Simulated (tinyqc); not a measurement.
From results back to parameters: band gaps under pressure and temperature from deformation potentials. Five cases, with inputs chosen for the exercise.

Problem. A gap moves by a ln(V/V0) with V/V0 = (1 + Bp P/B0)^(-1/Bp). B0 and the shifts at two pressures are given.

Find: ratio of the shifts; Bp; a.

Method. The ratio of the shifts, ln(1 + Bp P2/B0)/ln(1 + Bp P1/B0), falls steadily from P2/P1 as Bp grows and so fixes Bp; then a = -shift x Bp/ln(1 + Bp P/B0).

Case 1.

Values chosen (out of a larger set: near those of AlAs, the X and L potentials typical of such crystals; not measured data): P12 = (2, 3) GPa (two pressures).

B0 = 77.0000 GPa

shifts at the two pressures (eV): 0.2000468  0.2920895

Solution.

ratio of the shifts = 1.4601
Bp = 4.67
a = -8.16 eV

Case 2.

Values chosen (out of a larger set: near those of GaSb, the X and L potentials typical of such crystals; not measured data): P12 = (2, 4) GPa (two pressures).

B0 = 56.8667 GPa

shifts at the two pressures (eV): 0.2698831  0.5069182

Solution.

ratio of the shifts = 1.8783
Bp = 4.22
a = -8.23 eV

Case 3.

Values chosen (out of a larger set: near those of AlAs, the X and L potentials typical of such crystals; not measured data): P12 = (4, 10) GPa (two pressures).

B0 = 77.3667 GPa

shifts at the two pressures (eV): 0.3814733  0.8389333

Solution.

ratio of the shifts = 2.1992
Bp = 4.35
a = -8.18 eV

Case 4.

Values chosen (out of a larger set: near those of Ge, the X and L potentials typical of such crystals; not measured data): P12 = (3, 5) GPa (two pressures).

B0 = 75.8667 GPa

shifts at the two pressures (eV): 0.3450240  0.5465701

Solution.

ratio of the shifts = 1.5842
Bp = 4.62
a = -9.50 eV

Case 5.

Values chosen (out of a larger set: near those of InAs, the X and L potentials typical of such crystals; not measured data): P12 = (3, 6) GPa (two pressures).

B0 = 57.6333 GPa

shifts at the two pressures (eV): 0.2891076  0.5323998

Solution.

ratio of the shifts = 1.8415
Bp = 3.97
a = -6.11 eV

Computed by tinyqc, one run a case: `OMP_NUM_THREADS=1 python tinyqc.py N N+1 out.jsonl` with N = 1051317, 1051329, 1051344, 1051366, 1051402; one thread of a shared Intel(R) Xeon(R) Processor @ 2.30GHz, about 0.01 s a run at most.
